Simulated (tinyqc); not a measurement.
Thermal stress and diffusional relaxation in a metal film: Coble and Nabarro-Herring creep, cooling and holds: one step, computed by the program tinyqc. Command: `OMP_NUM_THREADS=1 python tinyqc.py 3009112 3009113 out.jsonl creep walk`. One thread of a shared host (Intel(R) Xeon(R) Processor @ 2.30GHz), about 0.02 s of CPU time with the checks.

A thin film on a rigid substrate is stress-free at T0. Tension is positive and the film creeps linearly: d sigma/dt = -M (mismatch) dT/dt - sigma/tau.

Question. Stress after cooling to room temperature. Creep rate per stress: Nabarro-Herring 14 D Omega/(k_B T d^2), Coble (14 pi) delta D_b Omega/(k_B T d^3), with D = D0 exp(-E/(k_B T)), delta D_b = (delta D_b)0 exp(-E_b/(k_B T)); 1/tau = M x (sum of both)/2 (biaxial strain rate is half the uniaxial one). Temperatures in kelvin are T(C) + 273.15. Cooling from T0 at the constant rate: d sigma/dT = -slope + sigma/(tau(T) x rate), integrated to 25 C (stiff solver, tolerance 1e-9). Effective stress-free temperature T_eff = 25 C + sigma/slope.

Inputs (values chosen for the exercise, modelled on gold films on silicon):
```
quantity                           value        unit
biaxial modulus M                    140         GPa
atomic volume Omega                   17  angstrom^3
lattice prefactor D0             8.2e-06       m^2/s
lattice energy E                    1.79          eV
boundary prefactor (delta D_b)0  2.5e-16       m^3/s
boundary energy E_b                0.857          eV
grain size d                         1.7          um
stress-free temperature T0           300           C
hold temperature T                   100           C
cooling rate                           1       C/min
yield stress                         310         MPa
```

thermoelastic slope = 1.582 MPa/K

Constants: k_B = 1.380649e-23 J/K; k_B = 8.617333262e-05 eV/K.

Give: stress at 25 C; effective stress-free temperature.

Answer.

stress at 25 C = 291.78 MPa

effective stress-free temperature = 209.44 C

Creep during cooling removes 32.9 % of the elastic value. Caution: the elastic stress exceeds the yield stress, so dislocation glide would cap it first. Caution: bulk creep laws overstate relaxation in a bonded film, and dislocation glide would cap stresses above the yield stress.
